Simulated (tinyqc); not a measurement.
Inside a calculation. Method: UHF in the sto-6g basis, for BeH2, spin multiplicity 1. One step of it, computed by the program tinyqc.

Question. Iteration 2: building the Fock matrix. J_ij = sum D_kl (ij|kl) with D = D(alpha) + D(beta), K_ij = sum D_kl (ik|jl) for each spin; F = H + J - K(s); E = tr D H + tr D J / 2 - 0.5 sum_s tr D(s) K(s) + E_nn.

D(alpha) after iteration 1, lower triangle:
```
            1Be 1s    1Be 2s   1Be 2px    1Be 2py   1Be 2pz      2H 1s     3H 1s
1Be 1s    1.019804
1Be 2s   -0.049521  0.193334
1Be 2px   0.000000  0.000000  0.000000
1Be 2py  -0.004185  0.006869  0.000000   0.250178
1Be 2pz  -0.084253  0.188353  0.000000  -0.009296  0.208846
2H 1s    -0.077106  0.165395  0.000000   0.202044  0.149491   0.300139
3H 1s    -0.074696  0.158433  0.000000  -0.199579  0.166804  -0.028163  0.304837
```

D(beta) after iteration 1, lower triangle:
```
            1Be 1s     1Be 2s   1Be 2px    1Be 2py    1Be 2pz      2H 1s     3H 1s
1Be 1s    1.027208
1Be 2s   -0.070598   0.248699
1Be 2px   0.000000   0.000000  0.000000
1Be 2py  -0.003430   0.004512  0.000000   0.259285
1Be 2pz   0.081835  -0.189249  0.000000   0.010965   0.160236
2H 1s    -0.083118   0.186954  0.000000   0.202235  -0.129545   0.297099
3H 1s    -0.081234   0.182112  0.000000  -0.200786  -0.147137  -0.021016  0.299878
```

core Hamiltonian H = T + V (hartree), lower triangle:
```
            1Be 1s     1Be 2s    1Be 2px    1Be 2py    1Be 2pz      2H 1s      3H 1s
1Be 1s   -8.776459
1Be 2s   -2.069643  -2.845387
1Be 2px   0.000000   0.000000  -2.321942
1Be 2py  -0.000979  -0.003639   0.000000  -2.567100
1Be 2pz  -0.003169  -0.023629   0.000000  -0.000187  -2.323355
2H 1s    -0.707100  -1.423527   0.000000  -1.414754  -0.110183  -2.341537
3H 1s    -0.661351  -1.376672   0.000000   1.384658  -0.108606  -0.177134  -2.304746
```

Two-electron integrals (ij|kl) in chemists' order, unique and non-zero (hartree):
```
(11|11) 2.299996    (21|11) 0.361879    (21|21) 0.071926    (22|11) 0.570332
(22|21) 0.139654    (22|22) 0.417773    (31|31) 0.015252    (32|31) 0.022555
(32|32) 0.092340    (33|11) 0.570332    (33|21) 0.139654    (33|22) 0.417773
(33|33) 0.450117    (41|41) 0.015252    (42|41) 0.022555    (42|42) 0.092340
(43|43) 0.024258    (44|11) 0.570332    (44|21) 0.139654    (44|22) 0.417773
(44|33) 0.401601    (44|44) 0.450117    (51|51) 0.015252    (52|51) 0.022555
(52|52) 0.092340    (53|53) 0.024258    (54|54) 0.024258    (55|11) 0.570332
(55|21) 0.139654    (55|22) 0.417773    (55|33) 0.401601    (55|44) 0.401601
(55|55) 0.450117    (61|11) 0.126945    (61|21) 0.024429    (61|22) 0.046979
(61|33) 0.046597    (61|41) 0.002395    (61|42) 0.004550    (61|44) 0.047737
(61|51) 0.000181    (61|52) 0.000344    (61|54) 0.000086    (61|55) 0.046604
(61|61) 0.008771    (62|11) 0.250703    (62|21) 0.062042    (62|22) 0.196096
(62|33) 0.189356    (62|41) 0.008653    (62|42) 0.046968    (62|44) 0.209462
(62|51) 0.000654    (62|52) 0.003552    (62|54) 0.001521    (62|55) 0.189471
(62|61) 0.023047    (62|62) 0.127580    (63|31) 0.006635    (63|32) 0.028494
(63|43) 0.008610    (63|53) 0.000651    (63|63) 0.013259    (64|11) 0.251512
(64|21) 0.063150    (64|22) 0.208959    (64|33) 0.196791    (64|41) 0.014227
(64|42) 0.073850    (64|44) 0.233185    (64|51) 0.000574    (64|52) 0.003431
(64|54) 0.002101    (64|55) 0.196901    (64|61) 0.024836    (64|62) 0.155890
(64|64) 0.199181    (65|11) 0.019024    (65|21) 0.004776    (65|22) 0.015805
(65|33) 0.014885    (65|41) 0.000574    (65|42) 0.003431    (65|44) 0.016335
(65|51) 0.006678    (65|52) 0.028753    (65|54) 0.008720    (65|55) 0.016195
(65|61) 0.001879    (65|62) 0.011791    (65|64) 0.014063    (65|65) 0.014323
(66|11) 0.414723    (66|21) 0.104812    (66|22) 0.364996    (66|33) 0.338876
(66|41) 0.018929    (66|42) 0.125271    (66|44) 0.416790    (66|51) 0.001432
(66|52) 0.009475    (66|54) 0.005893    (66|55) 0.339322    (66|61) 0.040659
(66|62) 0.290406    (66|64) 0.379448    (66|65) 0.028700    (66|66) 0.774999
(71|11) 0.118590    (71|21) 0.022833    (71|22) 0.043955    (71|33) 0.043596
(71|41) -0.002241   (71|42) -0.004274   (71|44) 0.044666    (71|51) 0.000171
(71|52) 0.000326    (71|54) -0.000082   (71|55) 0.043602    (71|61) 0.007440
(71|62) 0.017988    (71|64) 0.017418    (71|65) 0.001470    (71|66) 0.029684
(71|71) 0.007663    (72|11) 0.241391    (72|21) 0.059789    (72|22) 0.189874
(72|33) 0.183237    (72|41) -0.008343   (72|42) -0.045880   (72|44) 0.203033
(72|51) 0.000636    (72|52) 0.003496    (72|54) -0.001509   (72|55) 0.183352
(72|61) 0.018531    (72|62) 0.070180    (72|64) 0.066600    (72|65) 0.006383
(72|66) 0.120035    (72|71) 0.020801    (72|72) 0.120889    (73|31) 0.006294
(73|32) 0.027278    (73|43) -0.008339   (73|53) 0.000635    (73|63) 0.006010
(73|73) 0.012323    (74|11) -0.244867   (74|21) -0.061516   (74|22) -0.204480
(74|33) -0.192543   (74|41) 0.013675    (74|42) 0.072002    (74|44) -0.228243
(74|51) -0.000563   (74|52) -0.003408   (74|54) 0.002085    (74|55) -0.192654
(74|61) -0.018173   (74|62) -0.067592   (74|64) -0.060108   (74|65) -0.006037
(74|66) -0.111927   (74|71) -0.022626   (74|72) -0.149101   (74|74) 0.191861
(75|11) 0.018660    (75|21) 0.004688    (75|22) 0.015582    (75|33) 0.014673
(75|41) -0.000563   (75|42) -0.003408   (75|44) 0.016122    (75|51) 0.006337
(75|52) 0.027537    (75|54) -0.008450   (75|55) 0.015952    (75|61) 0.001539
(75|62) 0.006470    (75|64) 0.006036    (75|65) 0.006584    (75|66) 0.011384
(75|71) 0.001724    (75|72) 0.011362    (75|74) -0.013682   (75|75) 0.013366
(76|11) 0.030016    (76|21) 0.007218    (76|22) 0.020969    (76|33) 0.020577
(76|41) -0.000010   (76|42) -0.000067   (76|44) 0.021720    (76|51) 0.000142
(76|52) 0.000644    (76|54) -3.62e-06   (76|55) 0.020608    (76|61) 0.002445
(76|62) 0.010165    (76|64) 0.011054    (76|65) 0.001019    (76|66) 0.019694
(76|71) 0.002292    (76|72) 0.009929    (76|74) -0.010948   (76|75) 0.001008
(76|76) 0.001080    (77|11) 0.405637    (77|21) 0.102602    (77|22) 0.359973
(77|33) 0.334096    (77|41) -0.018266   (77|42) -0.123600   (77|44) 0.411278
(77|51) 0.001392    (77|52) 0.009419    (77|54) -0.005882   (77|55) 0.334545
(77|61) 0.031109    (77|62) 0.122496    (77|64) 0.112572    (77|65) 0.011461
(77|66) 0.208074    (77|71) 0.037230    (77|72) 0.281923    (77|74) -0.371374
(77|75) 0.028301    (77|76) 0.019694    (77|77) 0.774999
```

nuclear repulsion = 3.52985585 hartree

Give: Coulomb J; exchange K(alpha); exchange K(beta); F(alpha); F(beta); total energy of this density.

Answer.

Coulomb J (hartree), lower triangle:
```
         1Be 1s  1Be 2s  1Be 2px  1Be 2py  1Be 2pz   2H 1s   3H 1s
1Be 1s   6.5287
1Be 2s   1.2020  2.6919
1Be 2px  0.0000  0.0000   2.6180
1Be 2py  0.0014  0.0056   0.0000   2.8209
1Be 2pz  0.0038  0.0234   0.0000   0.0001   2.6369
2H 1s    0.4177  1.3147   0.0000   1.4304   0.1117  2.5741
3H 1s    0.3899  1.2684   0.0000  -1.3925   0.1096  0.1414  2.5329
```

exchange K(alpha) (hartree), lower triangle:
```
          1Be 1s  1Be 2s  1Be 2px  1Be 2py  1Be 2pz   2H 1s   3H 1s
1Be 1s    2.3152
1Be 2s    0.3858  0.3999
1Be 2px   0.0000  0.0000   0.0730
1Be 2py  -0.0002  0.0088   0.0000   0.5002
1Be 2pz  -0.0025  0.1642   0.0000  -0.0066   0.1726
2H 1s     0.1394  0.3051   0.0000   0.3547   0.1125  0.5723
3H 1s     0.1306  0.2911   0.0000  -0.3425   0.1195  0.0147  0.5580
```

exchange K(beta) (hartree), lower triangle:
```
          1Be 1s   1Be 2s  1Be 2px  1Be 2py  1Be 2pz   2H 1s   3H 1s
1Be 1s    2.3192
1Be 2s    0.3828   0.4259
1Be 2px   0.0000   0.0000   0.0779
1Be 2py  -0.0002   0.0075   0.0000   0.5093
1Be 2pz   0.0030  -0.1277   0.0000   0.0078   0.1385
2H 1s     0.1382   0.3099   0.0000   0.3557  -0.0641  0.5650
3H 1s     0.1293   0.2966   0.0000  -0.3436  -0.0727  0.0120  0.5494
```

F(alpha) (hartree), lower triangle:
```
          1Be 1s   1Be 2s  1Be 2px  1Be 2py  1Be 2pz    2H 1s    3H 1s
1Be 1s   -4.5629
1Be 2s   -1.2534  -0.5534
1Be 2px   0.0000   0.0000   0.2230
1Be 2py   0.0007  -0.0068   0.0000  -0.2464
1Be 2pz   0.0031  -0.1645   0.0000   0.0065   0.1409
2H 1s    -0.4288  -0.4139   0.0000  -0.3390  -0.1110  -0.3397
3H 1s    -0.4020  -0.3994   0.0000   0.3347  -0.1185  -0.0504  -0.3298
```

F(beta) (hartree), lower triangle:
```
          1Be 1s   1Be 2s  1Be 2px  1Be 2py  1Be 2pz    2H 1s    3H 1s
1Be 1s   -4.5669
1Be 2s   -1.2504  -0.5794
1Be 2px   0.0000   0.0000   0.2181
1Be 2py   0.0007  -0.0055   0.0000  -0.2556
1Be 2pz  -0.0024   0.1275   0.0000  -0.0079   0.1750
2H 1s    -0.4276  -0.4187   0.0000  -0.3401   0.0656  -0.3324
3H 1s    -0.4007  -0.4049   0.0000   0.3358   0.0737  -0.0477  -0.3212
```

total energy of this density = -15.602413 hartree

This density is a damped mixture and is not idempotent.
